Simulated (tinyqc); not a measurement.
Charge pumping in an n-channel transistor: two steps of the calculation.

The gate is pulsed from accumulation to inversion and back. Energies E are counted from the intrinsic level; Dit(E) = D0 [1 + b (2 E/Eg)^2]. During each edge the traps near the bands emit their carriers, and those between Eh and Ee recombine once a cycle.

Values chosen for this exercise; band and dielectric values close to those of silicon:
```
symbol,value,unit,meaning
T,300,K,temperature
Eg,1.11,eV,band gap
Nc,2.85e19,cm^-3,conduction-band density of states at 300 K
Nv,2.65e19,cm^-3,valence-band density of states at 300 K
A,18,um^2,gate area
D0,6e11,cm^-2 eV^-1,trap density at midgap
b,1.3,,rise of the trap density towards the band edges
sn,6.6e-16,cm^2,cross-section for electrons
sp,1.4e-16,cm^2,cross-section for holes
vth,1.6e7,cm/s,"thermal velocity at 300 K, one nominal value for electrons and holes"
dV,0.72,V,Vth - Vfb
Va,2.8,V,pulse height
f,18000,Hz,frequency
tr,5400,ns,rise time
tf,1100,ns,fall time
```

Constants: q = 1.602176634e-19 C, kB = 1.380649e-23 J/K, Vt = kB T/q. Results are converted to the units shown.

Problem 1. Emission levels. ni = sqrt(Nc Nv) exp(-Eg/(2 Vt)), Eg in volts; emission times te = (dV/Va) tf and th = (dV/Va) tr; Ee = -Vt ln(vth sn ni te), Eh = +Vt ln(vth sp ni th).

Wanted: ni; te; th; Ee; Eh.

Solution 1.

ni = 1.305e10 cm^-3
te = 282.9 ns
th = 1389 ns
Ee = 0.2625 eV
Eh = -0.2614 eV

The window covers 47.2 % of the gap.

Problem 2. Pumped charge and current. Nit = integral of Dit from Eh to Ee = D0 [Ee - Eh + 4 b (Ee^3 - Eh^3)/(3 Eg^2)], Qcp = q A Nit, Icp = f Qcp.

Ee = 0.26247067 eV
Eh = -0.26142389 eV

Give: Nit; mean Dit; traps pumped a cycle; Icp.

Solution 2.

Nit = 3.4468e11 cm^-2
mean Dit = 6.5792e11 cm^-2 eV^-1
traps pumped a cycle = 62042
Icp = 178.93 pA

Range of the model: The Fermi levels of inversion and accumulation are taken to lie beyond Ee and Eh, the flat tops to fill all traps, and no geometric current is added.

Program tinyqc, `OMP_NUM_THREADS=1 python tinyqc.py 2030026 2030027 out.jsonl`; Intel Xeon 2.30GHz, shared host, one thread, about 0.01 s.
